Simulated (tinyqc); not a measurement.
What each parameter does: delta-doped layer in the Thomas-Fermi potential.

All donors ionised in the plane z = 0, zero temperature, energies from the Fermi level EF of the Thomas-Fermi model, which lies at the bulk band edge; c = hbar^2/2m0, q = e^2/(4 pi eps0). gv = 1 equivalent valley, m_d = sqrt(m3^3/mz) in the plane. With n = (gv/3 pi^2)(m3 (-V)/c)^(3/2) and V'' = -(4 pi q/eps) n for z > 0, the solution is V = -b/(|z| + z0)^4 with sqrt(b) = 20/K, K = (4 pi q/eps)(gv/3 pi^2)(m3/c)^(3/2), and z0^5 = 4b/(e F0), e F0 = 2 pi q N/eps; 1e13/cm^2 = 1e-3/angstrom^2. Exchange and correlation are left out.

Subbands solve -(c/m_z) psi'' + V psi = E psi on 1280 points of spacing z0/80; up to ten levels for each group, kept if bound with an rms width below 2.5 z0.

Constants: hbar^2/2m0 = 3.80998211 eV angstrom^2; e^2/(4 pi eps0) = 14.39964547 eV angstrom.

Inputs chosen for the exercise (near those of a delta-doped layer in GaAs; the results hold for these values, not for the real material):
- m3 = 0.067 m0 (density-of-states mass of a valley)
- mz = 0.067 m0 (mass along z)
- eps = 13 (dielectric constant)
- N = 0.19 x 1e13/cm^2 (donor sheet density)

z0, depth, lowest level and its rms width.

Results for these values:
```
case  z0 (angstrom)  depth (eV)  lowest (eV)  rms z (angstrom)
base         251.53      0.0832      -0.0465             40.95
```

What happens to each result for eps = 11.7, all else kept?

Answer: z0 falls from 251.53 to 236.12; depth rises from 0.0832 to 0.0867; lowest falls from -0.0465 to -0.0477; rms z falls from 40.95 to 39.91.

The same for each parameter in turn:
```
case                   z0 (angstrom)  depth (eV)  lowest (eV)  rms z (angstrom)
base                          251.53      0.0832      -0.0465             40.95
N = 0.304 x 1e13/cm^2         228.96      0.1211      -0.0703             34.33
eps = 11.7                    236.12      0.0867      -0.0477             39.91
m3 = 0.077 m0                 231.39      0.0765      -0.0407             42.14
mz = 0.057 m0                 251.53      0.0832      -0.0451             44.01
```

Run: tinyqc, `OMP_NUM_THREADS=1 python tinyqc.py 1281568 1281569 out.jsonl`; Intel(R) Xeon(R) Processor @ 2.30GHz, one thread, shared host; about 0.05 s of CPU time with all checks.
